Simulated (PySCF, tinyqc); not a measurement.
RHF in the sto-6g basis, for Li-, spin multiplicity 1, step by step. The basis has no diffuse functions, so it cannot describe the extra electron: this is an exercise in the method, not the real anion. The lowest restricted solution is unstable here: a spin-polarised one lies 0.0049 hartree lower (PySCF). One step of it, computed by the program tinyqc.

Task: Orthogonalisation. S = U s U^T; symmetric (Loewdin) form X = U s^(-1/2) U^T, so that X^T S X = 1.

overlap S, order 1Li 1s, 1Li 2s, 1Li 2px, 1Li 2py, 1Li 2pz:
```
[[1.000000, 0.235742, 0.000000, 0.000000, 0.000000],
 [0.235742, 1.000000, 0.000000, 0.000000, 0.000000],
 [0.000000, 0.000000, 1.000000, 0.000000, 0.000000],
 [0.000000, 0.000000, 0.000000, 1.000000, 0.000000],
 [0.000000, 0.000000, 0.000000, 0.000000, 1.000000]]
```

Give: eigenvalues of S; X.

Result:

eigenvalues of S: [0.7643, 1.0000, 1.0000, 1.0000, 1.2357]

X, order 1Li 1s, 1Li 2s, 1Li 2px, 1Li 2py, 1Li 2pz:
```
[[1.0217, -0.1222, 0.0000, 0.0000, 0.0000],
 [-0.1222, 1.0217, 0.0000, 0.0000, 0.0000],
 [0.0000, 0.0000, 1.0000, 0.0000, 0.0000],
 [0.0000, 0.0000, 0.0000, 1.0000, 0.0000],
 [0.0000, 0.0000, 0.0000, 0.0000, 1.0000]]
```
